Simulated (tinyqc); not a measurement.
G0W0 on RHF in the sto-6g basis, for H3+, spin multiplicity 1, step by step. One step of it, computed by the program tinyqc.

Question. Integrals over molecular orbitals. (pq|rs) = sum C_ip C_jq C_kr C_ls (ij|kl), one index at a time.

coefficients C, order 1H 1s, 2H 1s, 3H 1s:
```
[[0.580472, 0.000000, 1.477674],
 [0.309222, 0.792729, -0.975081],
 [0.309222, -0.792729, -0.975081]]
```

core Hamiltonian H = T + V (hartree), order 1H 1s, 2H 1s, 3H 1s:
```
[[-1.671667, -1.119152, -1.119152],
 [-1.119152, -1.390241, -0.410867],
 [-1.119152, -0.410867, -1.390241]]
```

Two-electron integrals (ij|kl) in chemists' order, unique and non-zero (hartree):
```
(11|11) 0.774999   (21|11) 0.395570   (21|21) 0.242738   (22|11) 0.537411
(22|21) 0.395570   (22|22) 0.774999   (31|11) 0.395570   (31|21) 0.188580
(31|22) 0.245865   (31|31) 0.242738   (32|11) 0.127207   (32|21) 0.070000
(32|22) 0.104588   (32|31) 0.070000   (32|32) 0.022851   (33|11) 0.537411
(33|21) 0.245865   (33|22) 0.315825   (33|31) 0.395570   (33|32) 0.104588
(33|33) 0.774999
```

Give: one-electron integrals over orbitals h = C^T H C; Two-electron integrals over orbitals.

Answer.

one-electron integrals over orbitals h = C^T H C (hartree):
```
[[-1.7112, 0.0000, -0.1036],
 [0.0000, -1.2309, 0.0000],
 [-0.1036, 0.0000, -0.6249]]
```

Two-electron integrals over orbitals (pq|rs), unique and non-zero (hartree):
```
(11|11) 0.6119    (21|21) 0.1457    (22|11) 0.5256    (22|22) 0.5672
(31|11) 0.1036    (31|22) -0.0226   (31|31) 0.1304    (32|21) -0.1361
(32|32) 0.1551    (33|11) 0.6186    (33|22) 0.5585    (33|31) 0.0920
(33|33) 0.6686
```
